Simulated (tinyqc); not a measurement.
# Worked calculation: MOS structure on a p-type body, non-linear Poisson equation by Newton steps

Numbers from tinyqc (`OMP_NUM_THREADS=1 python tinyqc.py 2080021 2080022 out.jsonl`; about 0.3 s on one thread of a shared Intel Xeon 2.30GHz). Printed values are rounded; ~0 in a residual or rate marks an entry under 1e-11 of the largest of its column.

One dimension, insulator interface at x = 0, acceptor density Na, uniform, net doping C = -(acceptor density). psi is counted from the intrinsic level: n = ni exp((psi - Vb)/Vt), p = ni exp(-psi/Vt); deep in the body psi_b = -Vt ln(Na/ni). The gate acts through Cox = eps0 eox/tox and has the potential psi_G = Vg - (phiM - chi - Vt ln(Nc/ni)). Boltzmann statistics, full ionisation, classical densities, no oxide or interface charge.

Values chosen for this exercise; band and dielectric values close to those of germanium:
- T = 300 K (temperature)
- Eg = 0.659 eV (band gap)
- eps_r = 15.8 (relative permittivity)
- Nc = 1.02e19 cm^-3 (conduction-band density of states at T)
- Nv = 6e18 cm^-3 (valence-band density of states at T)
- chi = 4.06 eV (electron affinity)
- Na = 2.1e17 cm^-3 (acceptor density deep in the body)
- eox = 24.9 (relative permittivity of the gate insulator (close to zirconium oxide))
- tox = 5.1 nm (insulator thickness)
- phiM = 4.43 eV (gate work function)
- Vb = 0.9 V (electron quasi-Fermi potential against the body)
- Vg = 1.38 V (gate voltage against the body)

Constants: q = 1.602176634e-19 C, kB = 1.380649e-23 J/K, Vt = kB T/q, eps0 = 8.8541878128e-14 F/cm where lengths are in cm. Results are converted to the units shown.

Range of the model: On a fine mesh the surface electron density exceeds 0.3 Nc, so degeneracy and confinement would lower the charge and push it away from the interface.

## Scales and end potentials

ni = sqrt(Nc Nv) exp(-Eg/(2 Vt)), Eg in volts; Cox, psi_G and psi_b as defined.

ni = 2.28044e13 cm^-3
Cox = 4.32293 uF/cm^2
psi_G = 1.34636 V
psi_b = -0.235975 V

## Net doping on the mesh

x, node 0 to 12 (nm): 0  0.3  0.808  1.67  3.13  5.6  9.79  16.9  28.9  49.3  83.8  142  241

C = -(Na), taken at the nodes.

net doping C, node 0 to 12 (cm^-3): -2.1e17  -2.1e17  -2.1e17  -2.1e17  -2.1e17  -2.1e17  -2.1e17  -2.1e17  -2.1e17  -2.1e17  -2.1e17  -2.1e17  -2.1e17

## Couplings between neighbouring nodes

a_i = eps0 eps_r/h_i for the interval from node i to i + 1, with h_i = x_(i+1) - x_i in cm.

coupling a_i, interval 0 to 11 (F/cm^2): 4.66321e-5  2.75386e-5  1.62293e-5  9.58193e-6  5.66381e-6  3.33881e-6  1.96760e-6  1.16580e-6  6.85766e-7  4.05496e-7  2.40371e-7  1.41309e-7

## Starting potential

psi_b + U (1 - x/W)^2 for x < W and psi_b beyond, with U = Vb - 2 psi_b and W = sqrt(2 eps0 eps_r U/(q Na)).

psi at the start, node 0 to 12 (V): 1.13597  1.12828  1.11530  1.09341  1.05675  0.99589  0.89601  0.73618  0.49400  0.16178  -0.17229  -0.23597  -0.23597

## Iteration 1: densities, residual and Jacobian diagonal

n_i = ni exp((psi_i - Vb)/Vt), p_i = ni exp(-psi_i/Vt), rho_i = p_i - n_i + C_i, g_i = (n_i + p_i)/Vt. Box widths w_i = (h_(i-1) + h_i)/2 in cm. Residual F_i = a_i (psi_(i+1) - psi_i) - a_(i-1) (psi_i - psi_(i-1)) + q rho_i w_i; Jacobian: a_(i-1) and a_i beside the diagonal, b_i = -a_(i-1) - a_i - q g_i w_i on it. Node 0 is free: w_0 = h_0/2, F_0 = a_0 (psi_1 - psi_0) + Cox (psi_G - psi_0) + q rho_0 w_0, b_0 = -a_0 - Cox - q g_0 w_0, with Cox = eps0 eox/tox, psi_G = Vg - (phiM - chi - Vt ln(Nc/ni)). The last node is fixed.

```
node   n (cm^-3)   p (cm^-3)
0         2.1e17  1.88142e-6
1     1.55932e17  2.53378e-6
2     9.43717e16  4.18661e-6
3     4.04722e16  9.76220e-6
4     9.80039e15  4.03144e-5
5     9.30815e14  4.24464e-4
6     1.95396e13   0.0202203
7     4.03567e10     9.79013
8      3.44771e6   1.14597e5
9        9.04727  4.36703e10
10    2.20957e-5  1.78812e16
11    1.88142e-6      2.1e17
12    1.88142e-6      2.1e17
```

```
node  residual F (C/cm^2)  diagonal b (F/cm^2)
0              5.49593e-7          -5.09745e-5
1             -1.00931e-9          -7.42097e-5
2             -1.03572e-9          -4.38079e-5
3            -7.52834e-10          -2.58403e-5
4            -3.08543e-10          -1.52577e-5
5            -4.96613e-11          -9.00454e-6
6            -1.76878e-12          -5.30648e-6
7            -6.17813e-15          -3.13340e-6
8                      ~0          -1.85157e-6
9             1.92061e-14          -1.09126e-6
10            -2.25106e-8          -1.15951e-6
11             1.53075e-8          -1.06113e-5
```

## Iteration 1: Newton step

Solve the tridiagonal system a_(i-1) d_(i-1) + b_i d_i + a_i d_(i+1) = -F_i for nodes 0 to 11, with d = 0 on fixed nodes. The full step is added.

Newton step d, node 0 to 11 (V): 0.117991  0.117193  0.116044  0.114444  0.112162  0.108592  0.102613  0.092471  0.075355  0.046257  -0.002952  0.001376
psi after iteration 1, node 0 to 12 (V): 1.25397  1.24547  1.23134  1.20785  1.16891  1.10448  0.99862  0.82865  0.56936  0.20804  -0.17524  -0.23460  -0.23597

## Iteration 2: densities, residual and Jacobian diagonal

As before.

```
node   n (cm^-3)   p (cm^-3)
0     2.01548e19  1.96032e-8
1     1.45105e19  2.72283e-8
2     8.40020e18  4.70343e-8
3     3.38641e18  1.16672e-7
4     7.50733e17  5.26282e-7
5     6.21052e16  6.36175e-6
6     1.03451e15  3.81916e-4
7     1.44334e12    0.273739
8      6.35978e7     6212.43
9        54.1513   7.29617e9
10    1.97115e-5  2.00440e16
11    1.98425e-6  1.99117e17
12    1.88142e-6      2.1e17
```

```
node  residual F (C/cm^2)  diagonal b (F/cm^2)
0             -4.56291e-8          -5.28286e-5
1             -8.83389e-8          -7.78038e-5
2             -8.65067e-8          -4.73340e-5
3             -5.89059e-8          -2.82478e-5
4             -2.19880e-8          -1.61600e-5
5             -3.05520e-9          -9.13079e-6
6            -8.48577e-11          -5.31003e-6
7            -1.92681e-13          -3.13341e-6
8            -1.29452e-17          -1.85157e-6
9             1.83686e-14          -1.09126e-6
10            8.99513e-11          -1.22164e-6
11            3.67888e-10          -1.00811e-5
```

## Iteration 2: Newton step

As before.

Newton step d, node 0 to 11 (V): -0.0164510  -0.0176586  -0.0188252  -0.0196111  -0.0197815  -0.0193807  -0.0185298  -0.0170769  -0.0146247  -0.0104559  -0.0034058  -0.0000447
psi after iteration 2, node 0 to 12 (V): 1.23751  1.22781  1.21251  1.18824  1.14913  1.08510  0.98009  0.81157  0.55473  0.19758  -0.17865  -0.23464  -0.23597

## Course of the Newton iteration

Stop when the largest undamped |d| is below 1e-9 V, or after 80 iterations.

Course of the iteration:
```
iteration  largest |F| (C/cm^2)  largest |d| (V)  at node
1                       5.50e-7            0.118        0
2                       8.83e-8           0.0198        4
3                       1.94e-8          7.33e-3        4
4                       1.37e-9          6.07e-4        4
5                      7.75e-12          3.48e-6        4
6                      2.52e-16         1.13e-10        4
```

Converged in 6 iterations. Once the step is below 0.1 Vt, 2 more iteration(s) reach the threshold: near the solution the error is roughly squared each time.

## Converged densities and sheet charges

converged psi, node 0 to 12 (V): 1.23139  1.22118  1.20527  1.18048  1.14119  1.07731  0.97266  0.80474  0.54892  0.19350  -0.17981  -0.23467  -0.23597

n and p as above; box widths w_i (half boxes at both ends); band bending psi_0 - psi_b; N_inv = sum w n; N_dep = -sum w (p + C); centroid sum w n x/N_inv; gate charge Cox (psi_G - psi_0)/q.

```
node   n (cm^-3)   p (cm^-3)
0     8.41769e18  4.69366e-8
1     5.67052e18  6.96757e-8
2     3.06420e18  1.28940e-7
3     1.17473e18  3.36332e-7
4     2.56954e17  1.53762e-6
5     2.17145e16  1.81951e-5
6     3.78948e14  0.00104262
7     5.72459e11    0.690176
8      2.88472e7     13696.2
9        30.8570  1.28042e10
10    1.65207e-5  2.39152e16
11    1.97871e-6  1.99674e17
12    1.88142e-6      2.1e17
```

band bending = 1.46737 V
N_inv = 7.59575e11 cm^-2
N_dep = 2.34121e12 cm^-2
centroid of the electrons = 0.877761 nm
gate charge over q = 3.10194e12 cm^-2

N_inv + N_dep is 0.037 % below the gate charge. A mesh of about 600 nodes or more gives a band bending of 1.469 V and N_inv = 7.630e11 cm^-2; this mesh is 0.45 % below the latter.
